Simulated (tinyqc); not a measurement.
Inside a calculation. Method: Hubbard chain of 2 sites. One step of it, computed by the program tinyqc.

Question. The many-body Hamiltonian. Basis: all placements (u, d, 2, 0 on each site), up operators ordered before down ones; hops carry the sign of the same-spin electrons passed.

one-body matrix (hopping and site energies) (eV), order 1, 2:
$$\begin{pmatrix}
0.000000 & -1.850000 \\
-1.850000 & 0.000000
\end{pmatrix}$$

U = 6.800000 eV

electrons, up and down: [1, 1]

Give: H.

Answer.

H (eV), order 20, ud, du, 02:
$$\begin{pmatrix}
6.8000 & -1.8500 & -1.8500 & 0.0000 \\
-1.8500 & 0.0000 & 0.0000 & -1.8500 \\
-1.8500 & 0.0000 & 0.0000 & -1.8500 \\
0.0000 & -1.8500 & -1.8500 & 6.8000
\end{pmatrix}$$
